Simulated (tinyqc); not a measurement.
Channel length: inversion-layer mobility, back-scattering and ballistic limit of a field-effect transistor. Computed by tinyqc, a small Python program. Command: `OMP_NUM_THREADS=1 python tinyqc.py 3017615 3017616 out.jsonl mos walk`. One thread of a shared host (Intel(R) Xeon(R) Processor @ 2.30GHz), about 0.01 s of CPU time with the checks.

The charge at the top of the source barrier is fixed by the gate; series resistance and short-channel effects are left out. F_j are Fermi integrals normalised to exp(eta) in the classical limit.

Inputs (values chosen for the exercise, modelled on a 4H-SiC n-channel):
```
quantity                                       value        unit
transport mass m                                 0.3         m_0
valley degeneracy g_v                              3           -
weight w of the inversion charge                 0.5           -
permittivity eps                                 9.7           -
phonon mobility at 1 MV/cm and 300 K, mu_ph       96  cm^2/(V s)
roughness mobility at 1 MV/cm, mu_sr              55  cm^2/(V s)
Coulomb mobility at N_inv = 1e12/cm^2, mu_C       22  cm^2/(V s)
electrical oxide thickness t_inv                 1.1          nm
depletion charge N_dep                       5.4e+11      1/cm^2
gate overdrive V_G - V_T                        0.95           V
drain voltage V_D                                1.2           V
exponent a of the critical length               0.62           -
temperature T                                    300           K
```

Statistics at the top of the barrier: Fermi-Dirac.

Constants: eps_0 = 8.8541878128e-12 F/m; e = 1.602176634e-19 C; m_0 = 9.1093837015e-31 kg; k_B = 1.380649e-23 J/K; hbar = 1.054571817e-34 J s; k_B = 8.617333262e-05 eV/K.

Method:
- N_inv = 3.9 eps_0 (V_G - V_T)/(e t_inv); effective field E_eff = e (N_dep + w N_inv)/(eps eps_0).
- mu_phonon = mu_ph (E_eff/1 MV/cm)^(-0.3) (T/300 K)^(-1.75); mu_rough = mu_sr (E_eff/1 MV/cm)^(-2); mu_Coulomb = mu_C (N_inv/1e12 cm^-2) (T/300 K); Matthiessen's rule adds 1/mu.
- F_j(eta) = (1/Gamma(j + 1)) int_0^infinity x^j/(1 + exp(x - eta)) dx, F_0 = ln(1 + exp(eta)). Integrals over x = E/(k_B T) use 160 Gauss-Legendre points in u = sqrt(x) from 0 to sqrt(max(eta, 0) + 32).
- Ballistic channel: N_2D = g_v m k_B T/(pi hbar^2), U = e V_D/(k_B T); eta_F solves N_inv = (N_2D/2)[F_0(eta_F) + F_0(eta_F - U)]; v_T = sqrt(2 k_B T/(pi m)); I/W = e (N_2D/2) v_T [F_1/2(eta_F) - F_1/2(eta_F - U)]; injection velocity v_T F_1/2(eta_F)/F_0(eta_F).
- Mean free path lambda = (2 k_B T/e)(mu/v_T) F_0(eta_0)/F_-1/2(eta_0), with eta_0 from N_inv = N_2D F_0(eta_0); critical length l = L (1 + U)^(-a), an empirical rule; back-scattering r = l/(l + lambda). Then eta solves N_inv = (N_2D/2)[(1 + r) F_0(eta) + (1 - r) F_0(eta - U)] and I/W = e (N_2D/2) v_T (1 - r)[F_1/2(eta) - F_1/2(eta - U)].
- The last column is the long-channel law e N_inv mu V/L with V = V_D - V_D^2/(2 V_ov) below pinch-off and V_ov/2 above, V_ov = V_G - V_T.

inversion density N_inv = 1.86137e+13 1/cm^2

effective mobility mu = 13.1073 cm^2/(V s)

ballistic current I/W = 4664.03 microampere/micrometre

Currents (microampere/micrometre):
```
L (nm)        r     I/W  ballistic ratio  long-channel law
5       0.32000  2186.9          0.46889            3713.5
10      0.48484  1421.6          0.30481            1856.7
20      0.65306   834.6          0.17895             928.4
40      0.79012   456.7          0.09791             464.2
80      0.88276   239.5          0.05136             232.1
160     0.93773   122.8          0.02632             116.0
400     0.97412    49.8          0.01069              46.4
1000    0.98949    20.1          0.00430              18.6
```

What does the comparison show, and why?

The current scales as L^-0.99 at the long end and as L^-0.62 at the short end, where it reaches 47 % of the ballistic 4660. At 1000 nm the model gives 1.08 times the long-channel law. Raising mu by 10 % at 20 nm raises I by 8.1 %.
